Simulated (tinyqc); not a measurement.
Worked calculation: CIS and TDHF on RHF in the sto-3g basis, for H2, spin multiplicity 1. One step of it, computed by the program tinyqc.

Question. Iteration 3 (converged): orbitals. Diagonalise F' = X^T F X, C = X C', fill 1 alpha and 1 beta electrons from the bottom; D = 2 C_occ C_occ^T. Each column has its largest component positive (the first on a tie).

converged F (hartree), order 1H 1s, 2H 1s:
```
[[-0.380159, -0.606121],
 [-0.606121, -0.380159]]
```

X, order 1H 1s, 2H 1s:
```
[[1.264127, -0.491597],
 [-0.491597, 1.264127]]
```

Give: F' = X^T F X; orbital energies; coefficients C; D after iteration 3.

Answer.

F' = X^T F X (hartree):
```
[[0.054, -0.643],
 [-0.643, 0.054]]
```

orbital energies (hartree): [-0.589, 0.697]

coefficients C, order 1H 1s, 2H 1s:
```
[[0.546, 1.241],
 [0.546, -1.241]]
```

D after iteration 3, order 1H 1s, 2H 1s:
```
[[0.597, 0.597],
 [0.597, 0.597]]
```
